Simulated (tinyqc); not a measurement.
# Band bending at a free surface with a continuum of surface states, surface photovoltage and Kelvin probe: effects of single changes

n-type bulk, xi = Ec - EF = Vt ln(Nc/Nd), p0 = ni^2/Nd, ni = sqrt(Nc Nv) exp(-Eg/(2 Vt)), Eg in volts. b is the upward band bending, u = b/Vt. Space charge per area, in units of q: Qc = sign(b) sqrt((2 eps0 eps_r Vt/q) [(Nd + dn)(exp(-u) - 1) + Nd u + (p0 + dn)(exp(u) - 1)]), with dn the excess density under light (flat quasi-Fermi levels; 0 in the dark). The states hold -Ds (E0 - xi - b): negative while the Fermi level lies above the neutrality level. Neutrality: Qc + Qf + (charge of the states) = 0.

Inputs (values chosen for the exercise); band and dielectric values close to those of gallium arsenide:
- T = 300 K (temperature)
- Eg = 1.41 eV (band gap)
- eps_r = 12.7 (relative permittivity)
- Nc = 4.32e17 cm^-3 (conduction-band density of states at T)
- Nv = 9.15e18 cm^-3 (valence-band density of states at T)
- chi = 4.01 eV (electron affinity)
- Nd = 9.2e15 cm^-3 (donor density)
- Qf = 0 cm^-2 (fixed positive charge at the surface)
- pt = 4.39 eV (work function of the probe tip)
- Ds = 1.3e12 cm^-2 eV^-1 (density of surface states)
- E0 = 0.64 eV (depth of their neutrality level below the conduction edge)

Constants: q = 1.602176634e-19 C, kB = 1.380649e-23 J/K, Vt = kB T/q, eps0 = 8.8541878128e-14 F/cm where lengths are in cm. Results are converted to the units shown.

Each table varies one quantity; the others keep the values above.

## Pinning by the surface states

b solves the neutrality condition in the dark.

Results:
```
Ds (cm^-2 eV^-1),b (V),xi + b (eV),Qc (cm^-2)
2.4e10,0.0085220,0.10803,1.2767e10
6.7e10,0.025395,0.12490,3.4511e10
1.8e11,0.078213,0.17772,8.3210e10
5.1e11,0.22558,0.32509,1.6060e11
1.4e12,0.38637,0.48588,2.1577e11
3.9e12,0.47850,0.57801,2.4177e11
1.1e13,0.51758,0.61709,2.5200e11
8.1e13,0.53732,0.63683,2.5700e11
```

Estimate the missing row, Ds = 2.9e13 cm^-2 eV^-1.

Computed row:
```
Ds (cm^-2 eV^-1),b (V),xi + b (eV),Qc (cm^-2)
2.9e13,0.53168,0.63119,2.5558e11
```

With this row back in the table: b rises from 0.00852 to 0.537 V. The Fermi level moves towards E0 = 0.64 eV and is within 3.17 meV of it in the last row; it is half-way there at the Ds that solves Ds b = Qc(b) + Qf with b = (E0 - xi)/2, 6.57e11 cm^-2 eV^-1.

## Kelvin-probe contrast of the doping

Same model as above.

Work function chi + xi + b; contact potential difference CPD = (work function of the sample) - pt.

Kelvin-probe contrast of the doping:
```
Nd (cm^-3),xi (eV),b (V),CPD (mV)
1e14,0.21641,0.40583,242.23
2.4e14,0.19377,0.41826,232.03
5.7e14,0.17141,0.42511,216.52
1.3e15,0.15010,0.42431,194.41
3.2e15,0.12681,0.41189,158.71
7.6e15,0.10445,0.38498,109.43
1.8e16,0.082159,0.34083,42.994
4.3e16,0.059646,0.27942,-40.935
```

What does the comparison show?

xi falls by 157 mV over the table and the CPD by 283 mV; b goes from 0.406 through a maximum of 0.425 (at Nd = 5.7e14 cm^-3 among the rows listed) to 0.279 V. Between the first two rows the CPD follows 45.1 % of the change of xi, and between the last two 373 %. It is below 100 % where b rises with the doping (pinning hides it). It exceeds 100 % where b falls as the doping rises.

Program tinyqc, `OMP_NUM_THREADS=1 python tinyqc.py 2430053 2430054 out.jsonl`; Intel Xeon 2.30GHz, shared host, one thread, about 0.01 s.
